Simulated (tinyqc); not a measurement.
Molecular dynamics of a small cluster by velocity Verlet steps: one step, computed by the program tinyqc.

E = sum_i {sum_j A exp(-p (r_ij/r0 - 1)) - xi sqrt(rho_i)}, rho_i = sum_j exp(-2 q (r_ij/r0 - 1)); the force on i is -sum_j w_ij (R_i - R_j)/r_ij with w_ij = -(2p/r0) A exp(-p (r_ij/r0 - 1)) + (xi q/r0) exp(-2 q (r_ij/r0 - 1)) (rho_i^(-1/2) + rho_j^(-1/2)).

Question. State at the start. Velocity Verlet: a = c F/M with c = 9.648533212e-3 angstrom/fs^2 per eV/(angstrom u); R(new) = R + v dt + a dt^2/2; v(new) = v + (a + a(new)) dt/2. Kinetic energy K = M v^2/(2c); temperature T = 2K/((3N - 3) k_B), rotation of the cluster included.

Inputs (values chosen for the exercise, for model atoms):
```
quantity       value      unit
length r0       2.46  angstrom
repulsion A     0.13        eV
hopping xi      1.85        eV
decay p         11.8         -
decay q         2.88         -
atomic mass M    157         u
time step dt       3        fs
```

Potential: Gupta. Thermostat: none.

starting positions (angstrom):
```
            x     y      z
atom 1   0.02  0.02  -0.01
atom 2   2.29     0  -0.04
atom 3   2.27  2.27      0
atom 4  -0.06   2.3   0.01
atom 5   1.08  1.15   1.64
atom 6   1.15  1.12  -1.61
```

starting velocities (angstrom/fs):
```
               x         y         z
atom 1   -0.0011   0.00094  -0.00128
atom 2    -5e-05   0.00178     8e-05
atom 3   0.00037  -0.00028   0.00141
atom 4   0.00134  -0.00281   0.00087
atom 5  -0.00025     3e-05  -0.00152
atom 6  -0.00031   0.00034   0.00044
```

Constants: 1 eV/(angstrom u) = 9.648533212e-03 angstrom/fs^2; k_B = 8.617333262e-05 eV/K.

Give: forces; potential energy; kinetic energy; temperature.

Answer.

forces (eV/angstrom):
```
               x         y         z
atom 1  -0.73974  -0.61606   0.15167
atom 2   0.46903  -0.42401   0.64994
atom 3  -0.11036   0.35088   0.25561
atom 4   0.25781   0.10374  -0.14854
atom 5   0.38327   0.04341  -0.04080
atom 6  -0.26002   0.54203  -0.86788
```

potential energy = -20.321 eV

kinetic energy = 0.18176 eV

temperature = 281.23 K
